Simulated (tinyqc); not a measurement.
Threshold of a short bulk MOSFET: charge sharing, barrier lowering, narrow width: two steps of the calculation.

n-channel device on a p-type body, depletion approximation, full ionisation. Uniform doping N = Na. Vbi from Boltzmann statistics is rough for the degenerate source. Cox = eps0 eox/tox.

Inputs (values chosen for the exercise); band and dielectric values close to those of silicon:

| symbol | value | unit | meaning |
|---|---|---|---|
| T | 400 | K | temperature |
| Eg | 1.14 | eV | band gap |
| eps_r | 11.6 |  | relative permittivity |
| Nc | 4.3e19 | cm^-3 | conduction-band density of states at T |
| Nv | 4.1e19 | cm^-3 | valence-band density of states at T |
| eox | 3.9 |  | relative permittivity of the gate insulator (close to silicon dioxide) |
| tox | 4.8 | nm | insulator thickness |
| Na | 8.3e16 | cm^-3 | channel doping |
| Nsd | 1e20 | cm^-3 | source and drain doping |
| Vfb | -0.94 | V | flat-band voltage for the doping Na |
| xj | 100 | nm | junction depth |
| Vbs | -1 | V | body-source voltage |
| Vds | 0.5 | V | drain-source voltage |
| W | 650 | nm | gate width |
| xw | 1.5708 |  | shape factor of the fringing depletion at the width edges |
| L | 360 | nm | channel length |

Constants: q = 1.602176634e-19 C, kB = 1.380649e-23 J/K, Vt = kB T/q, eps0 = 8.8541878128e-14 F/cm where lengths are in cm. Results are converted to the units shown.

Task 1. Long-channel threshold and scales. ni = sqrt(Nc Nv) exp(-Eg/(2 Vt)), Eg in volts; 2 pB = 2 Vt ln(N/ni); flat band Vfb - Vt ln(N/Na); Wd = sqrt(2 eps0 eps_r (2 pB - Vbs)/(q N)); body term q N Wd/Cox; long-channel VT0 = flat band + 2 pB + body term; Vbi = Vt ln(N Nsd/ni^2); scale length l = sqrt((eps_r/eox) tox Wd).

Give: N; 2 pB; flat band; Wd; body term; VT0; Vbi; l.

Result 1.

N = 8.3000e16 cm^-3
2 pB = 0.71077 V
flat band = -0.94000 V
Wd = 162.56 nm
body term = 0.30049 V
VT0 = 0.071261 V
Vbi = 0.95530 V
l = 48.176 nm

Task 2. Short-channel and narrow-width shifts. Charge sharing (trapezoid; it ignores Vds): F = (xj/L)(sqrt(1 + 2 Wd/xj) - 1), lowering = body term times F. Barrier lowering: th = exp(-L/(2 l)) + 2 exp(-L/l), lowering = th [2 (Vbi - 2 pB) + Vds], DIBL = th. Narrow width: rise = body term times xw Wd/W. VT by each model = VT0 - lowering + rise.

2 pB = 0.71076713 V
Wd = 162.56220 nm
body term = 0.30049410 V
VT0 = 0.071261231 V
Vbi = 0.95529550 V
l = 48.175595 nm

Find: F; lowering by charge sharing; th; lowering of the barrier; DIBL; narrow-width rise; VT, charge sharing; VT, barrier lowering.

Result 2.

F = 0.2950
lowering by charge sharing = 88.63 mV
th = 0.02498
lowering of the barrier = 24.70 mV
DIBL = 24.98 mV/V
narrow-width rise = 118.0 mV
VT, charge sharing = 0.1007 V
VT, barrier lowering = 0.1646 V

L is 7.47 scale lengths. The charge-sharing lowering is 3.59 times the barrier lowering; the first falls off as 1/L and the second exponentially. Both describe the same loss of gate control, so they are alternatives and are not added.

Program tinyqc, `OMP_NUM_THREADS=1 python tinyqc.py 2002110 2002111 out.jsonl`; Intel Xeon 2.30GHz, shared host, one thread, about 0.01 s.
